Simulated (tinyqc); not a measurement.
# p-n diode, drift-diffusion by the Gummel loop with Scharfetter-Gummel fluxes: what changes with what

Abrupt junction at x = 0, p side from -Lp, n side to Ln, ohmic contacts. psi is counted from the intrinsic level; n = ni exp((psi - phin)/Vt), p = ni exp((phip - psi)/Vt). Contacts: p side psi = V - Vt ln(Na/ni), p = Na, n = ni^2/Na; n side psi = Vt ln(Nd/ni), n = Nd, p = ni^2/Nd. Constant mobilities, D = mu Vt, Boltzmann statistics, SRH recombination through a mid-gap level, U = (n p - ni^2)/(tp (n + ni) + tn (p + ni)). Current is positive from the p contact to the n contact.

Inputs (values chosen for the exercise); band and dielectric values close to those of cadmium telluride:
- T = 300 K (temperature)
- Eg = 1.51 eV (band gap)
- eps_r = 10.1 (relative permittivity)
- Nc = 8.15e17 cm^-3 (conduction-band density of states at T)
- Nv = 1.8e19 cm^-3 (valence-band density of states at T)
- Na = 2.5e17 cm^-3 (acceptor density of the p side)
- Nd = 7.4e16 cm^-3 (donor density of the n side)
- mun = 400 cm^2/(V s) (electron mobility)
- mup = 46 cm^2/(V s) (hole mobility)
- tn = 4e-8 s (SRH lifetime of electrons)
- tp = 2e-9 s (SRH lifetime of holes)
- Lp = 7.7 um (length of the p side)
- Ln = 2.7 um (length of the n side)
- G = 0 cm^-3 s^-1 (uniform generation rate)

Constants: q = 1.602176634e-19 C, kB = 1.380649e-23 J/K, Vt = kB T/q, eps0 = 8.8541878128e-14 F/cm where lengths are in cm. Results are converted to the units shown.

Each table varies one quantity; the others keep the values above.

## Current against voltage in the dark

ni = sqrt(Nc Nv) exp(-Eg/(2 Vt)), Eg in volts. Poisson and both continuity equations are solved self-consistently with Scharfetter-Gummel fluxes on a graded mesh of 500 nodes. J_scr is q times the integral of U between -xp and xn. Ideal diffusion current J_id = q ni^2 [Dn coth(wp/Le)/(Le Na) + Dp coth(wn/Lh)/(Lh Nd)] (exp(V/Vt) - 1), Le = sqrt(Dn tn), Lh = sqrt(Dp tp), wp = Lp - xp, wn = Ln - xn, with xp and xn from the depletion approximation (W = sqrt(2 eps0 eps_r (Vbi - V)(1/Na + 1/Nd)/q), xp = W Nd/(Na + Nd), xn = W Na/(Na + Nd), Vbi = Vt ln(Na Nd/ni^2)). Ideality factor = 0.004 V/(Vt ln[J(V + 0.004 V)/J(V)]). Here G = 0.

In this table G = 0 cm^-3 s^-1.

Current against voltage in the dark:
columns A: V (V); B: J (A/cm^2); C: ideality factor; D: J_scr/J (%); E: J_id (A/cm^2); F: share recombining at the contacts (%); G: larger minority/doping at -xp and xn
```
A            B     C     D         E        F         G
0.27  9.71e-10  1.93   100  1.41e-15  1.65e-5  6.39e-18
0.39   1.07e-8  1.93   100  1.46e-13  1.55e-4  6.59e-16
0.51   1.19e-7  1.92   100  1.52e-11  0.00145  6.79e-14
0.62   1.10e-6  1.91  99.9   1.07e-9   0.0111  4.74e-12
0.74   1.28e-5  1.87  99.1   1.11e-7   0.0982  4.87e-10
0.86   1.65e-4  1.73  93.0   1.15e-5    0.786   4.97e-8
0.98   0.00325  1.36  63.3   0.00119     4.13   5.05e-6
1.1      0.155  1.09  20.6     0.124     8.97   5.02e-4
1.22      9.85  1.30  3.00      12.8     13.5    0.0397
```

Read the table: what changes, and by how much?

J rises from 9.71e-10 to 9.85 A/cm^2; the ideality factor moves up and down between 1.09 and 1.93. Recombination in the depleted layer carries over half of the current up to V = 0.98 V, where the factor is 1.36; it grows roughly as exp(V/2 Vt), so diffusion overtakes it. Where the factor is lowest (V = 1.1 V), J is 25 % above the ideal diffusion current.

## Effect of the SRH lifetime of electrons at fixed bias

Same model as above.

In this table V = 0.72 V.

Effect of the SRH lifetime of electrons at fixed bias:
columns A: tn (s); B: J (A/cm^2); C: ideality factor; D: J_scr/J (%); E: J_id (A/cm^2); F: share recombining at the contacts (%); G: larger minority/doping at -xp and xn
```
A            B     C     D        E        F         G
1e-11  4.36e-4  1.92  99.9  5.53e-7  8.84e-5  2.25e-10
1e-10  1.44e-4  1.91  99.9  2.03e-7  2.67e-4  2.25e-10
1e-9   4.82e-5  1.90  99.8  9.26e-8  9.12e-4  2.25e-10
1e-8   1.62e-5  1.89  99.6  5.79e-8   0.0209  2.25e-10
1e-7   5.51e-6  1.86  99.1  4.95e-8    0.119  2.25e-10
1e-6   1.92e-6  1.82  97.5  4.84e-8    0.370  2.25e-10
1e-5   7.00e-7  1.73  93.1  4.83e-8     1.02  2.25e-10
```

As tn rises from 1e-11 to 1e-5, J falls from 4.36e-4 to 7.00e-7 A/cm^2, the share of the depleted layer falls from 99.9 to 93.1 % and the share lost at the contacts rises from 8.84e-5 to 1.02 %. The exponent d ln J/d ln tn is -0.48 between the first two rows and -0.44 between the last two. J less J_scr is 0.43 % above J_id in the last row.

Computed by the program tinyqc: `OMP_NUM_THREADS=1 python tinyqc.py 2240115 2240116 out.jsonl`, one thread of a shared Intel Xeon 2.30GHz, about 0.2 s for the whole run.
